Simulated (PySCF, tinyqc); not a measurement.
Worked calculation: G0W0 on RHF in the sto-3g basis, for H4, spin multiplicity 1. The lowest restricted solution is unstable here: a spin-polarised one lies 0.0075 hartree lower (PySCF). Computed by tinyqc, a small Python program that keeps every step (integrals from PySCF). Settings: charge = 0, multiplicity = 1, basis = sto-3g, method = RHF, energy threshold = 1e-10, iteration cap = 86, orthogonalisation = symmetric, start = Wolfsberg-Helmholz matrix, DIIS depth = 6. Command: `OMP_NUM_THREADS=1 python tinyqc.py 21775 21776 out.jsonl` (the two numbers bound the seeds that draw the settings). One thread of a shared host (Intel(R) Xeon(R) Processor @ 2.60GHz), about 0.06 s of CPU time with the checks. The early iterations of the SCF are left out here.

## One-electron integrals

Geometry (angstrom):
```
atom        x        y        z
H     0.00000  0.00000  0.00000
H     0.00000  0.00000  1.12000
H     0.00000  0.00000  2.18000
H     0.00000  0.00000  3.30000
```

Basis sto-3g: exponents (1/bohr^2) and contraction coefficients of normalised primitives:
```
element  l (shell)  exponent  coefficient
H            s (1)   3.42525      0.15433
H            s (1)   0.62391      0.53533
H            s (1)   0.16886      0.44463
```

Overlap, kinetic and nuclear-attraction integrals over the contracted functions; the nuclear repulsion is the sum of Za Zb / Rab.

nuclear repulsion = 2.0900235 hartree

overlap S:
```
         1H 1s    2H 1s    3H 1s    4H 1s
1H 1s  1.00000  0.42872  0.08807  0.00950
2H 1s  0.42872  1.00000  0.46185  0.08807
3H 1s  0.08807  0.46185  1.00000  0.42872
4H 1s  0.00950  0.08807  0.42872  1.00000
```

kinetic energy T (hartree):
```
          1H 1s     2H 1s     3H 1s     4H 1s
1H 1s   0.76003   0.07264  -0.01137  -0.00431
2H 1s   0.07264   0.76003   0.09054  -0.01137
3H 1s  -0.01137   0.09054   0.76003   0.07264
4H 1s  -0.00431  -0.01137   0.07264   0.76003
```

nuclear attraction V (hartree):
```
          1H 1s     2H 1s     3H 1s     4H 1s
1H 1s  -2.09311  -0.87535  -0.17403  -0.01788
2H 1s  -0.87535  -2.41986  -1.01990  -0.17403
3H 1s  -0.17403  -1.01990  -2.41986  -0.87535
4H 1s  -0.01788  -0.17403  -0.87535  -2.09311
```

core Hamiltonian H = T + V (hartree):
```
          1H 1s     2H 1s     3H 1s     4H 1s
1H 1s  -1.33308  -0.80272  -0.18540  -0.02219
2H 1s  -0.80272  -1.65983  -0.92936  -0.18540
3H 1s  -0.18540  -0.92936  -1.65983  -0.80272
4H 1s  -0.02219  -0.18540  -0.80272  -1.33308
```

## Two-electron integrals

Functions are numbered as in S; the eight-fold symmetry (ij|kl) = (ji|kl) = (kl|ij) leaves the list below.

Two-electron integrals (ij|kl) in chemists' order, unique and non-zero (hartree):
```
(11|11) 0.77461    (21|11) 0.25741    (21|21) 0.11421    (22|11) 0.44073
(22|21) 0.25741    (22|22) 0.77461    (31|11) 0.03937    (31|21) 0.01950
(31|22) 0.05104    (31|31) 0.00389    (32|11) 0.14822    (32|21) 0.08777
(32|22) 0.28246    (32|31) 0.02097    (32|32) 0.13456    (33|11) 0.24233
(33|21) 0.14015    (33|22) 0.45894    (33|31) 0.03937    (33|32) 0.28246
(33|33) 0.77461    (41|11) 0.00313    (41|21) 0.00169    (41|22) 0.00485
(41|31) 0.00038    (41|32) 0.00226    (41|33) 0.00485    (41|41) 4.10e-05
(42|11) 0.02187    (42|21) 0.01250    (42|22) 0.03937    (42|31) 0.00316
(42|32) 0.02097    (42|33) 0.05104    (42|41) 0.00038    (42|42) 0.00389
(43|11) 0.08346    (43|21) 0.04559    (43|22) 0.14015    (43|31) 0.01250
(43|32) 0.08777    (43|33) 0.25741    (43|41) 0.00169    (43|42) 0.01950
(43|43) 0.11421    (44|11) 0.16035    (44|21) 0.08346    (44|22) 0.24233
(44|31) 0.02187    (44|32) 0.14822    (44|33) 0.44073    (44|41) 0.00313
(44|42) 0.03937    (44|43) 0.25741    (44|44) 0.77461
```

## Orthogonalisation

S = U s U^T; symmetric (Loewdin) form X = U s^(-1/2) U^T, so that X^T S X = 1.

eigenvalues of S: 0.35544  0.67156  1.17322  1.79979

X:
```
          1H 1s     2H 1s     3H 1s     4H 1s
1H 1s   1.08488  -0.26582   0.04830  -0.00684
2H 1s  -0.26582   1.19824  -0.31060   0.04830
3H 1s   0.04830  -0.31060   1.19824  -0.26582
4H 1s  -0.00684   0.04830  -0.26582   1.08488
```

## Iteration 9 (converged): orbitals

converged F (hartree):
```
          1H 1s     2H 1s     3H 1s     4H 1s
1H 1s  -0.21056  -0.42615  -0.12289   0.01039
2H 1s  -0.42615  -0.30745  -0.37615  -0.12289
3H 1s  -0.12289  -0.37615  -0.30745  -0.42615
4H 1s   0.01039  -0.12289  -0.42615  -0.21056
```

Diagonalise F' = X^T F X, C = X C', fill 2 alpha and 2 beta electrons from the bottom; D = 2 C_occ C_occ^T. Each column has its largest component positive (the first on a tie).

F' = X^T F X (hartree):
```
          1         2         3         4
1  -0.02803  -0.42935   0.05691   0.02055
2  -0.42935   0.04300  -0.37906   0.05691
3   0.05691  -0.37906   0.04300  -0.42935
4   0.02055   0.05691  -0.42935  -0.02803
```

orbital energies (hartree): MO1 -0.57884, MO2 -0.35346, MO3 0.23530, MO4 0.72694

coefficients C:
```
           MO1       MO2       MO3       MO4
1H 1s  0.28741   0.53604   0.72259  -0.59826
2H 1s  0.44182   0.37858  -0.47160   1.02192
3H 1s  0.44182  -0.37858  -0.47160  -1.02192
4H 1s  0.28741  -0.53604   0.72259   0.59826
```

D after iteration 9:
```
          1H 1s     2H 1s     3H 1s     4H 1s
1H 1s   0.73990   0.65984  -0.15190  -0.40947
2H 1s   0.65984   0.67706   0.10376  -0.15190
3H 1s  -0.15190   0.10376   0.67706   0.65984
4H 1s  -0.40947  -0.15190   0.65984   0.73990
```

## Convergence

Stop when the energy changes by less than 1e-10 hartree and every element of the error matrix X^T (F D S - S D F) X is below 3e-06.

Course of the cycle:
```
iteration  E (hartree)     change  largest element of the error matrix
1           -2.0104798          -                             1.21e-01
2           -2.0409124  -3.04e-02                             3.41e-02
3           -2.0425762  -1.66e-03                             1.07e-02
4           -2.0427606  -1.84e-04                             1.15e-04
5           -2.0427606  -2.31e-08                             3.61e-05
6           -2.0427606  -1.63e-09                             2.13e-05
7           -2.0427606  -4.35e-10                             1.51e-05
8           -2.0427606  -4.38e-10                             1.05e-07
9           -2.0427606  -1.51e-14                             2.77e-10
```

PySCF RHF in the same basis = -2.0427606 hartree

Converged in 9 iterations.

## Integrals over molecular orbitals

(pq|rs) = sum C_ip C_jq C_kr C_ls (ij|kl), one index at a time.

one-electron integrals over orbitals h = C^T H C (hartree):
```
          1         2         3         4
1  -1.73666   0.00000   0.15299   0.00000
2   0.00000  -1.46383   0.00000  -0.12111
3   0.15299   0.00000  -1.22006   0.00000
4   0.00000  -0.12111   0.00000  -0.95441
```

Two-electron integrals over orbitals (pq|rs), unique and non-zero (hartree):
```
(11|11) 0.48142    (21|21) 0.15148    (22|11) 0.41394    (22|22) 0.43397
(31|11) -0.08261   (31|22) 0.01379    (31|31) 0.10788    (32|21) 0.09797
(32|32) 0.14368    (33|11) 0.42347    (33|22) 0.42999    (33|31) 0.00021
(33|33) 0.44717    (41|21) 0.04400    (41|32) -0.05494   (41|41) 0.10119
(42|11) 0.08385    (42|22) -0.00260   (42|31) -0.09981   (42|33) -0.00441
(42|42) 0.10540    (43|21) -0.14686   (43|32) -0.10030   (43|41) -0.04237
(43|43) 0.15818    (44|11) 0.50453    (44|22) 0.43945    (44|31) -0.08601
(44|33) 0.45362    (44|42) 0.09202    (44|44) 0.55603
```

## Screening: direct RPA

With D = e_a - e_i and K = (ia|jb): diagonalise D^(1/2) (D + 4K) D^(1/2) = Z w^2 Z^T; X + Y = D^(1/2) Z w^(-1/2), each column of Z with its largest component positive (the first on a tie); E_c = (sum w - tr (D + 2K)) / 2.

D^(1/2) (D + 4K) D^(1/2) (hartree^2):
```
          1>3       1>4       2>3       2>4
1>3   1.01413   0.00000   0.00000  -0.37445
1>4   0.00000   2.23359  -0.19267   0.00000
2>3   0.00000  -0.19267   0.68500   0.00000
2>4  -0.37445   0.00000   0.00000   1.62278
```

excitation energies w (hartree): 0.81326  0.91429  1.34200  1.50240

X + Y:
```
           1        2         3         4
1>3  0.00000  0.85207  -0.33469   0.00000
1>4  0.15413  0.00000   0.00000   0.92535
2>3  0.84453  0.00000   0.00000  -0.07615
2>4  0.00000  0.46712   0.81019   0.00000
```

RPA correlation energy = -0.0667100 hartree

## G0W0 on Hartree-Fock: HOMO

W(p,q,m) = sqrt2 sum_ia (pq|ia) (X+Y)_ia,m; Sigma_c(x) = sum_(i,m) W^2/(x - e_i + w_m) + sum_(a,m) W^2/(x - e_a - w_m); solve x = e_p + Sigma_c(x) by Newton steps; Z = 1/(1 - dSigma/dx); 1 hartree = 27.211386 eV.

The 12 largest terms at x = e_p (hartree; W for the signs of X + Y given):
```
q  m         W      term
3  1   0.15963  -0.01817
1  1   0.12660   0.01543
4  3   0.16801  -0.01165
3  4  -0.08736  -0.00365
4  2  -0.05065  -0.00129
1  4   0.04704   0.00128
2  2   0.01490   0.00024
2  3  -0.00950   0.00007
```

Newton steps (hartree):
```
step         x  Sigma_c(x)        Z
0     -0.35346    -0.01774  0.96518
1     -0.37058    -0.01712  0.96507
2     -0.37058    -0.01712  0.96507
```

quasiparticle energy of the HOMO = -10.08404 eV

Hartree-Fock value = -9.61811 eV

## G0W0 on Hartree-Fock: LUMO

As before.

The 12 largest terms at x = e_p (hartree; W for the signs of X + Y given):
```
q  m         W       term
2  1   0.15963    0.01817
4  1  -0.12903   -0.01276
1  3  -0.16543    0.01269
2  4  -0.08736    0.00365
1  2   0.06406    0.00237
4  4  -0.04465   -0.00100
3  3  -0.00515  -1.98e-05
3  2  -0.00265  -7.71e-06
```

Newton steps (hartree):
```
step        x  Sigma_c(x)        Z
0     0.23530     0.02310  0.96874
1     0.25768     0.02238  0.96896
2     0.25768     0.02238  0.96896
```

quasiparticle energy of the LUMO = 7.01188 eV

Hartree-Fock value = 6.40276 eV
